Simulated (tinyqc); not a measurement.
Tersoff bond-order potential: one step, computed by the program tinyqc.

E = (1/2) sum_(i, j != i) [A exp(-lambda r_ij) - b_ij B exp(-mu r_ij)], b_ij = (1 + (beta zeta_ij)^n)^(-1/(2n)), zeta_ij = sum_(k != i, j) g(theta_ijk), g = 1 + c^2/d^2 - c^2/(d^2 + (h - cos theta)^2), with theta at atom i. Only nearest neighbours count (cut-off function 1 for them, 0 beyond).

Task: Unrelaxed vacancy. Each of the four neighbours loses one bond; its three other bonds now have zeta = 2 g, for the direction that starts at it. E_v = -E + 12 x (1/2)(b(3g) - b(2g)) B exp(-mu r), where -E is the pair-like cost.

Inputs (values chosen for the exercise, modelled on silicon): B = 479.67 eV; mu = 1.7322 1/angstrom; beta = 1.08e-06; n = 0.7968.

zeta = 30850.35

energy per atom of the diamond lattice = -5.138251 eV

bond order b = 0.9604001

bond length = 2.303519 angstrom

Give: b(2g); unrelaxed vacancy energy E_v.

Result:

b(2g) = 0.9709

unrelaxed vacancy energy E_v = 4.578 eV

Stronger back bonds return 0.560 eV, so E_v is 89 % of the cohesive energy.
